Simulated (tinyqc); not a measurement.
Inverter chain driving a load.

N inverters, each f = Hc^(1/N) times larger than the one before: delay tau N (f + pp). Switched capacitance in units of the first input, with output capacitance pp times the input: Hc + (1 + pp)(Hc - 1)/(f - 1).

Parameters, values chosen for the exercise:

| symbol | value | unit | meaning |
|---|---|---|---|
| Hc | 2000 |  | load over the input capacitance of the chain |
| pp | 1.5 |  | parasitic delay of an inverter |
| tau | 1.6 | ps | delay unit |

Inverter chain driving a load:
```
N	f	delay (ps)	switched capacitance
3	12.60	67.68	2431
4	6.687	52.40	2879
5	4.573	48.58	3399
6	3.550	48.48	3960
7	2.962	49.97	4547
8	2.586	52.30	5151
9	2.327	55.11	5766
10	2.138	58.22	6390
```

The delay goes from 67.7 through a minimum of 48.5 (at N = 6 among the rows listed) to 58.2 ps. The best stage effort solves pp + rho (1 - ln rho) = 0, rho = 3.97, which gives N = ln Hc/ln rho = 5.52. One stage fewer than the best costs 0.22 % in delay and saves 14 % of the switched capacitance.

Program tinyqc, `OMP_NUM_THREADS=1 python tinyqc.py 2082055 2082056 out.jsonl`; Intel Xeon 2.30GHz, shared host, one thread, about 0.01 s.
